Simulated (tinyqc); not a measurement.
Layer against dose: implant damage, amorphisation by cascade overlap, and solid-phase epitaxial regrowth. Computed by tinyqc, a small Python program. Command: `OMP_NUM_THREADS=1 python tinyqc.py 3110330 3110331 out.jsonl sper walk`. One thread of a shared host (Intel(R) Xeon(R) Processor @ 2.30GHz), about 0.01 s of CPU time with the checks.

Range and width of the damage are inputs. Dynamic annealing enters only through the surviving share f.

Inputs (values chosen for the exercise, modelled on indium ions in silicon):

| quantity | value | unit |
|---|---|---|
| atomic density N | 49.9 | 1/nm^3 |
| ion Z1 | 49 | - |
| ion mass M1 | 114.8 | u |
| target Z2 | 14 | - |
| target mass M2 | 28.09 | u |
| ion energy E | 34 | keV |
| displacement energy E_d | 14 | eV |
| depth of the damage peak R_d | 16 | nm |
| width of the damage profile s_d | 11 | nm |
| share of defects that survive f | 0.98 | - |
| critical displaced share x_c | 0.15 | - |
| dose Q | 3.4e+14 | 1/cm^2 |

Constants: a_0 = 0.529177210903 angstrom; e^2/(4 pi eps_0) = 14.39964548 eV angstrom.

Method. Robinson partition: eps = E a M2/(Z1 Z2 (e^2/(4 pi eps_0)) (M1 + M2)), a = 0.8853 a_0/sqrt(Z1^(2/3) + Z2^(2/3)); k = 0.0793 Z1^(2/3) Z2^(1/2) (M1 + M2)^(3/2)/((Z1^(2/3) + Z2^(2/3))^(3/4) M1^(3/2) M2^(1/2)); damage energy T_d = E/(1 + k (eps + 0.40244 eps^(3/4) + 3.4008 eps^(1/6))); displacements nu = 0.8 T_d/(2 E_d). Displaced share x(z) = f nu Q exp(-(z - R_d)^2/(2 s_d^2))/(sqrt(2 pi) s_d N); the layer is amorphous where x > x_c, between R_d -/+ s_d sqrt(2 ln(x_max/x_c)), the upper edge being cut at the surface. Threshold dose Q_c = Q x_c/x_max.

threshold dose Q_c = 2.73964e+13 1/cm^2

displacements per ion nu = 768.696

Dose series; the last column is f nu Q erfc((z2 - R_d)/(sqrt2 s_d))/2:

| Q (1/cm^2) | x_max | upper edge (nm) | lower edge (nm) | displaced atoms beyond z2 (1/cm^2) |
|---|---|---|---|---|
| 3.01e+13 | 0.1648 | 11.228 | 20.772 | 7.5326e+15 |
| 4.11e+13 | 0.2250 | 6.093 | 25.907 | 5.6933e+15 |
| 6.85e+13 | 0.3750 | 1.108 | 30.892 | 4.5357e+15 |
| 1.10e+14 | 0.6023 | 0.000 | 34.341 | 3.9543e+15 |
| 1.92e+14 | 1.0512 | 0.000 | 37.707 | 3.5041e+15 |
| 3.29e+14 | 1.8013 | 0.000 | 40.526 | 3.1936e+15 |
| 6.85e+14 | 3.7505 | 0.000 | 43.911 | 2.8821e+15 |
| 1.37e+15 | 7.5010 | 0.000 | 46.769 | 2.6600e+15 |

What follows from these numbers?

A dose 46 times larger moves the lower edge from 20.8 to 46.8 nm, as the root of a logarithm, and the damage beyond it falls by a factor 2.8, since the edge lies on an ever steeper tail. The layer reaches the surface at Q_c exp(R_d^2/(2 s_d^2)) = 7.89e13 per cm^2.
